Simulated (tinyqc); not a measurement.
Inside a calculation. Method: RHF in the 6-311g basis, for He, spin multiplicity 1. One step of it, computed by the program tinyqc.

Question. Iteration 3: diagonalisation and new density. Diagonalise F' = X^T F X, C = X C', fill 1 alpha and 1 beta electrons from the bottom; D = 2 C_occ C_occ^T. Each column has its largest component positive (the first on a tie).

extrapolated F (hartree):
```
,1He 1s,1He 2s,1He 3s
1He 1s,1.337798,-1.286320,-1.175573
1He 2s,-1.286320,-0.676047,-0.763258
1He 3s,-1.175573,-0.763258,-0.413645
```

X:
```
,1,2,3
1He 1s,-1.102035,0.913172,0.353396
1He 2s,2.064207,-0.049328,0.437907
1He 3s,-1.376014,-0.805348,0.373888
```

Give: F' = X^T F X; orbital energies; coefficients C; D after iteration 3.

Answer.

F' = X^T F X (hartree):
```
,1,2,3
1,4.5838,-2.5796,-0.3100
2,-2.5796,2.6300,0.2954
3,-0.3100,0.2954,-0.9791
```

orbital energies (hartree): MO1 -1.0058, MO2 0.8509, MO3 6.3896

coefficients C:
```
,MO1,MO2,MO3
1He 1s,0.2665,-0.1338,-1.4437
1He 2s,0.4950,-1.1522,1.6978
1He 3s,0.3864,1.4321,-0.6939
```

D after iteration 3:
```
,1He 1s,1He 2s,1He 3s
1He 1s,0.1420,0.2638,0.2059
1He 2s,0.2638,0.4900,0.3825
1He 3s,0.2059,0.3825,0.2986
```
